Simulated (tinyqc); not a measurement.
Worked calculation: thin-film optics by transfer matrices. Values are carried at full precision from step to step, so a last printed digit may differ when a step is redone from the rounded ones.

Indices N = n + i k. Snell: N0 sin(theta) = N_j sin(theta_j), with Im(N_j cos theta_j) >= 0. Admittance y_j = N_j cos theta_j for s and N_j/cos theta_j for p. Phase delta_j = 2 pi N_j cos theta_j d_j/lambda. Layer matrix [[cos delta, -i sin delta/y], [-i y sin delta, cos delta]], multiplied from the top down to M. (B, C) = M (1, y_sub); r = (y0 B - C)/(y0 B + C), R = |r|^2, T = 4 Re y0 Re y_sub/|y0 B + C|^2, absorbed in the films 1 - R - T.

Values chosen for the exercise (indices near those of resist, ARC on polySi; the results hold for these values, not for the real material):
- lam = 633 nm (vacuum wavelength)
- n0 = 1 (ambient index)
- n = (1.654, 1.65, 3.939) (n of resist, ARC, substrate)
- k = (0, 0.019, 0.039) (k in the same order)
- d = (177, 77.1) nm (thicknesses, top first)
- theta = 75 degrees (angle of incidence)
- pol = p (polarisation)

## Angles, admittances and phases

Form cos theta_j, y_j and delta_j.

cos theta_j: ambient 0.2588, film 1 0.8118, film 2 0.8108+0.0049i, substrate 0.9695+0.0006i

y_j: ambient 3.8637, film 1 2.0376, film 2 2.0350+0.0112i, substrate 4.0630+0.0377i

delta_j (rad): film 1 2.3589, film 2 1.0238+0.0179i

## Layer matrices and their product

Form each matrix and multiply from the top down.

matrix of film 1:
```
          1         2
1   -0.7090  -0.3461i
2  -1.4368i   -0.7090
```

matrix of film 2:
```
                1               2
1  0.5202-0.0153i  0.0023-0.4198i
2  0.0286-1.7383i  0.5202-0.0153i
```

M:
```
                 1                2
1  -0.9704+0.0010i  -0.0069+0.1176i
2  -0.0423+0.4850i  -0.9720+0.0076i
```

Each matrix has determinant 1, and so has M.

## Reflection and transmission

Close the stack on the substrate.

B, C: -1.0029+0.4785i  -3.9918+0.4793i

r = 0.0337-0.1641i
R = 0.0281
T into the substrate = 0.9329
absorbed in the films = 0.0390

The bare substrate would reflect 0.0007.

## Ellipsometric angles

Ellipsometry: rho = tan(Psi) exp(i Delta) = -conj(r_p/r_s) with the r of the admittance formula, Delta in 0 to 360 degrees, so that a bare dielectric at small angles gives Delta = 180.

Repeat the steps for both polarisations.

r_s = -0.8627-0.0701i
r_p = 0.0337-0.1641i
Psi = 10.96 degrees
Delta = 83.03 degrees

## Checks

- R against the recursion of Airy sums from the substrate up: both 0.028069.

tinyqc: `OMP_NUM_THREADS=1 python tinyqc.py 1682561 1682562 out.jsonl`; about 0.01 s, one thread, shared Intel(R) Xeon(R) Processor @ 2.30GHz.
